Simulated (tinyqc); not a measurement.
What moves the efficiency: defect, radiative and Auger recombination at equal electron and hole densities (ABC model).

J/(e d) = Ae n + B n^2 + C n^3 with Ae = A + 4 S/w (four side walls, carriers spread evenly), e = 1.602176634e-19 C, lengths in cm; internal efficiency IQE = B n^2/(Ae n + B n^2 + C n^3); all injected carriers recombine in the layer.

Parameters, chosen for this exercise (orders of magnitude like those quoted for Si; shifted at random, so the results belong to these values and not to a real crystal):

| symbol | value | unit | meaning |
|---|---|---|---|
| A | 28000 | 1/s | defect rate |
| B | 3.3e-15 | cm^3/s | radiative coefficient |
| C | 8.1e-31 | cm^6/s | Auger coefficient |
| S | 0 | cm/s | recombination velocity of the side walls |
| w | 4100 | micrometre | side of the square mesa |
| d | 160000 | nm | active thickness |
| J | 1200 | A/cm^2 | current density |

IQE_max = Q/(Q + 2) with Q = B/sqrt(Ae C), reached at n = sqrt(Ae/C). Each row changes one parameter from the base and keeps the others.

Results:

| case | n (1/cm^3) | IQE | IQE_max | J at the peak (A/cm^2) |
|---|---|---|---|---|
| base | 8.178e+17 | 0.004715 | 0.01084 | 27.0 |
| A = 56000 1/s | 8.040e+17 | 0.004557 | 0.007688 | 76.1 |
| B = 4.95e-15 cm^3/s | 8.171e+17 | 0.007060 | 0.01617 | 27.1 |
| C = 1.62e-30 cm^6/s | 6.517e+17 | 0.002994 | 0.007688 | 19.0 |
| d = 320000 nm | 6.424e+17 | 0.005818 | 0.01084 | 54.0 |
| J = 3600 A/cm^2 | 1.190e+18 | 0.003330 | 0.01084 | 27.0 |

The largest shifts from the base row, up to three for each result and ties (the steps differ in size, so this ranks the rows, not the parameters). n (1/cm^3): J +3.73e+17, d -1.75e+17, C -1.66e+17. IQE: B +0.00235, C -0.00172, J -0.00138. IQE_max: B +0.00533, A -0.00315, C -0.00315; unchanged at the printed digits by d and J. J at the peak (A/cm^2): A +49.1, d +27.0, C -7.96; unchanged at the printed digits by J.

(tinyqc, `OMP_NUM_THREADS=1 python tinyqc.py 1680941 1680942 out.jsonl`, Intel(R) Xeon(R) Processor @ 2.30GHz, 1 thread, shared host, about 0.01 s.)
